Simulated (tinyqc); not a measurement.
A square-lattice strip 3 sites wide in a magnetic flux, recursive Green functions: one step of the calculation.

The device has N = 4 slices of 3 site(s), nearest-neighbour hopping -t, and site energies U; the leads are semi-infinite continuations with site energy 0 and no flux. The hopping from slice i to i + 1 inside the device carries the phase exp(2 pi i f j) on row j = 1, 2, ...: V = <i+1|H|i> = -t diag(exp(2 pi i f j)).

Problem. Slice 3. Forward pass: g_1 = (E - H_1 - Sigma)^(-1), g_i = (E - H_i - V g_(i-1) V^dagger)^(-1), with Sigma also subtracted on the last slice; G_(i,1) = g_i V G_(i-1,1), starting from g_1. H_i is the block of slice i: its site energies on the diagonal and -t between neighbouring rows.

Values chosen for this exercise:
- t = 1 eV (hopping (matrix element -t))
- U = [-0.57, -0.09, 0.62, -0.59, 0.36, -0.65, -0.24, 0.37, -0.71, 0.12, 0.03, -0.21] eV (site energies, slice by slice (3 a slice))
- E = -0.38 eV (energy)

g_2 (1/eV):
```
                        1                        2                        3
1  0.34155900-0.86641580i   0.36091296+0.00583890i  -0.58167446+0.00074038i
2  0.22789235-0.47207547i  -0.20296582-0.39568688i   0.36821953+0.37535659i
3  0.09483779+0.46348272i   0.24013598+0.04356255i   0.66120146-0.65834187i
```

G_(2,1) (1/eV):
```
                       1                      2                      3
1   0.1190026+0.5820219i  -1.0063286-0.0379317i   0.2030794+0.0188274i
2  -0.3588924+0.3743052i   0.0296280+0.3192704i  -0.0848604-0.3002615i
3  -0.0018147-0.2957614i   0.1181463-0.6099913i  -0.5717666-0.1704276i
```

V (eV):
```
                         1                       2                       3
1  -0.48175367-0.87630668i  0.00000000+0.00000000i  0.00000000+0.00000000i
2   0.00000000+0.00000000i  0.53582679-0.84432793i  0.00000000+0.00000000i
3   0.00000000+0.00000000i  0.00000000+0.00000000i  0.99802673+0.06279052i
```

Find: g_3; G_(3,1).

Solution.

g_3 (1/eV):
```
                   1                  2                  3
1  -0.14617-0.79065i   0.59165-0.63304i  -0.08505+0.10284i
2   0.41198+0.10664i  -0.08088-0.50887i   0.57698-0.35722i
3   0.73843+0.34719i   0.87212-0.17179i   0.15440-0.99714i
```

G_(3,1) (1/eV):
```
                  1                  2                  3
1  0.05062-0.05524i   0.95558-0.51567i  -0.30057+0.18806i
2  0.37796-0.39026i   0.01659-0.14086i  -0.43145+0.15481i
3  0.37040+0.22875i  -0.28057+0.65118i  -0.56307+0.33372i
```

Computed by the program tinyqc: `OMP_NUM_THREADS=1 python tinyqc.py 2660125 2660126 out.jsonl`, one thread of a shared Intel Xeon 2.30GHz, about 0.02 s for the whole run.
